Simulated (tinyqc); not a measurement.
Strained Delta valleys, repopulation and conductivity mass: one step of the calculation.

A cubic crystal with three pairs of conduction valleys along x, y and z under uniaxial stress X along [100] (X > 0 is tension); current along [010]. Non-degenerate electrons, fixed total density, one relaxation time for all valleys and stresses, masses unchanged by strain, so the mobility goes as the mean inverse mass.

Task. Conductivity mass and mobility. Inverse mass along the current d = [010]: (n.d)^2/ml + (1 - (n.d)^2)/mt; mu/mu0 = sum f (1/m) over the plain mean of 1/m.

Inputs (values chosen for the exercise):

| symbol | value | unit | meaning |
|---|---|---|---|
| ml | 0.885 | m0 | longitudinal mass |
| mt | 0.195 | m0 | transverse mass |

share f, valley x to z: [0.44725911, 0.27637044, 0.27637044]

Find: 1/m along d; conductivity mass; unstrained value; mu/mu0.

Result.

1/m along d, valley x to z (1/m0): [5.1282, 1.1299, 5.1282]
conductivity mass = 0.24856 m0
unstrained value = 0.26347 m0
mu/mu0 = 1.0600

The possible range, all electrons in one kind of valley, is 0.298 to 1.35.

Program tinyqc, `OMP_NUM_THREADS=1 python tinyqc.py 2530084 2530085 out.jsonl`; Intel Xeon 2.30GHz, shared host, one thread, about 0.01 s.
